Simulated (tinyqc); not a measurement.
Inside a calculation: thin-film optics by transfer matrices. Values are carried at full precision from step to step, so a last printed digit may differ when a step is redone from the rounded ones.

Indices N = n + i k. Snell: N0 sin(theta) = N_j sin(theta_j), with Im(N_j cos theta_j) >= 0. Admittance y_j = N_j cos theta_j for s and N_j/cos theta_j for p. Phase delta_j = 2 pi N_j cos theta_j d_j/lambda. Layer matrix [[cos delta, -i sin delta/y], [-i y sin delta, cos delta]], multiplied from the top down to M. (B, C) = M (1, y_sub); r = (y0 B - C)/(y0 B + C), R = |r|^2, T = 4 Re y0 Re y_sub/|y0 B + C|^2, absorbed in the films 1 - R - T.

Values chosen for the exercise (indices near those of resist, ARC on Si; shifted at random, so the results belong to these values and not to a real crystal):
- lam = 633 nm (vacuum wavelength)
- n0 = 1 (ambient index)
- n = (1.645, 1.676, 3.945) (n of resist, ARC, substrate)
- k = (0, 0.02, 0.02) (k in the same order)
- d = (422, 84.2) nm (thicknesses, top first)
- theta = 75 degrees (angle of incidence)
- pol = s (polarisation)

## Angles, admittances and phases

Form cos theta_j, y_j and delta_j.

cos theta_j: ambient 0.2588, film 1 0.8094, film 2 0.8173+0.0048i, substrate 0.9696+0.0003i

y_j: ambient 0.2588, film 1 1.3315, film 2 1.3697+0.0245i, substrate 3.8249+0.0206i

delta_j (rad): film 1 5.5776, film 2 1.1448+0.0205i

## Layer matrices and their product

Form each matrix and multiply from the top down.

matrix of film 1:
```
,1,2
1,0.7612,0.4870i
2,0.8635i,0.7612
```

matrix of film 2:
```
,1,2
1,0.4133-0.0186i,-0.0057-0.6649i
2,0.0339-1.2474i,0.4133-0.0186i
```

M:
```
,1,2
1,0.9221+0.0023i,0.0047-0.3048i
2,0.0419-0.5926i,0.8887-0.0191i
```

Each matrix has determinant 1, and so has M.

## Reflection and transmission

Close the stack on the substrate.

B, C: 0.9465-1.1634i  3.4416-0.6473i

r = -0.8359-0.1211i
R = 0.7135
T into the substrate = 0.2733
absorbed in the films = 0.0133

The bare substrate would reflect 0.7626.

## Ellipsometric angles

Ellipsometry: rho = tan(Psi) exp(i Delta) = -conj(r_p/r_s) with the r of the admittance formula, Delta in 0 to 360 degrees, so that a bare dielectric at small angles gives Delta = 180.

Repeat the steps for both polarisations.

r_s = -0.8359-0.1211i
r_p = 0.1306-0.2457i
Psi = 18.23 degrees
Delta = 70.24 degrees

## Checks

- R against the recursion of Airy sums from the substrate up: both 0.71346.

Run: tinyqc, `OMP_NUM_THREADS=1 python tinyqc.py 1651507 1651508 out.jsonl`; Intel(R) Xeon(R) Processor @ 2.30GHz, one thread, shared host; about 0.01 s of CPU time with all checks.
